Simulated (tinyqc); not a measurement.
On-chip interconnect, size-dependent resistivity and RC delay: two steps of the calculation.

A rectangular line between two neighbours and two ground planes. Surface and grain-boundary scattering are added to the bulk resistivity as corrections; capacitances are parallel-plate values without fringing; inductance is ignored.

Inputs (values chosen for the exercise); metal values close to those of cobalt: line length Lw = 340 um; driver resistance Rd = 6100 ohm; load capacitance Cl = 1.7 fF; time step dt = 51 ps.

Task 1. Ladder and Elmore delays. 7 equal pi sections: series Rs = r Lw/7; node capacitances c Lw/7, halved at nodes 0 and 7, with Cl added to node 7; Rd feeds node 0. Elmore delay of node k: the sum, over the resistors on the path to k, of resistance times all capacitance downstream of it.

r = 41.945337 ohm/um
c = 0.10100333 fF/um

Give: Rs; C; Elmore delay.

Result 1.

Rs = 2037 ohm

```
node  C (fF)  Elmore delay (ps)
0      2.453              219.9
1      4.906              288.3
2      4.906              346.7
3      4.906              395.2
4      4.906              433.6
5      4.906              462.1
6      4.906              480.5
7      4.153              489.0
```

The far-end value equals Rd (c Lw + Cl) + r Lw (c Lw/2 + Cl) for any number of pi sections; the line resistance contributes 55.0 % of it.

Task 2. Node voltages after a time step. A 1 V step is applied behind Rd at t = 0. C dv/dt = -G v + b, with G the conductance matrix of the ladder (1/Rs between neighbours, 1/Rd added at node 0) and b = (1 V/Rd, 0, ...). Backward Euler step: (C/dt + G) v(new) = (C/dt) v + b.

Rs = 2037.3449 ohm

```
node     C (fF)  v at t = 1 dt (V)
0     2.4529380         0.42494049
1     4.9058759         0.27451565
2     4.9058759         0.17789028
3     4.9058759         0.11612779
4     4.9058759         0.07712398
5     4.9058759         0.05323489
6     4.9058759         0.03977877
7     4.1529380         0.03411847
```

Wanted: v at t = 2 dt.

Result 2.

v at t = 2 dt, node 0 to 7 (V): 0.5553  0.4195  0.3122  0.2312  0.1727  0.1329  0.1088  0.0981

Computed by the program tinyqc: `OMP_NUM_THREADS=1 python tinyqc.py 2100088 2100089 out.jsonl`, one thread of a shared Intel Xeon 2.30GHz, about 0.01 s for the whole run.
